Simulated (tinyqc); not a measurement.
Off-state leakage of single and stacked transistors: one step of the calculation.

n-channel devices of unit width. Subthreshold current I(Vg, Vs, Vd) = I0 (T/300 K)^0.5 exp[(Vg - Vs - VT(T) - gb (Vs - Vb) + dd (Vd - Vs))/(nf Vt)] (1 - exp(-(Vd - Vs)/Vt)), VT(T) = VT - cT (T - 300 K). Gate-edge tunnelling Ig (Vd/1 V) exp(ag (Vd - 1 V)), for a gate at 0 V, and band-to-band leakage Ab u exp(-Bb/u), u = Vd - Vb + 1 V, flow at a drain held at V; both are taken as independent of T. In a stack of off transistors (all gates at 0 V) the same subthreshold current passes through each.

Problem. Leakage of one transistor. Vg = Vs = 0, Vd = V; effective threshold VT(T) - gb Vb - dd V.

Values chosen for this exercise; values of the order met in bulk silicon logic transistors: temperature T = 358 K; supply voltage V = 1.1 V; threshold at 300 K, zero drain and body bias VT = 0.36 V; fall of the threshold with temperature cT = 0.5 mV/K; current at threshold at 300 K I0 = 0.99 uA/um; slope factor nf = 1.17; drain-induced lowering per volt dd = 0.06; rise of the threshold per volt of source-body bias gb = 0.2; gate-edge tunnelling current at 1 V Ig = 0.0007 uA/um; exponential slope of the gate current ag = 4.5 1/V; prefactor of band-to-band leakage at the drain Ab = 2 uA/(um V); its exponential voltage Bb = 24 V; body voltage Vb = -0.6 V.

Constants: q = 1.602176634e-19 C, kB = 1.380649e-23 J/K, Vt = kB T/q. Results are converted to the units shown.

Find: effective threshold; parts; total; shares.

Solution.

effective threshold = 0.3850 V
parts (nA/um): subthreshold 0.02521, gate edge 1.208, band-to-band 0.7447
total = 1.978 nA/um
shares (%): subthreshold 1.275, gate edge 61.07, band-to-band 37.66

The gate edge part is the largest.

tinyqc, about 0.04 s, one thread, Intel Xeon 2.30GHz (shared host): `OMP_NUM_THREADS=1 python tinyqc.py 2242209 2242210 out.jsonl`
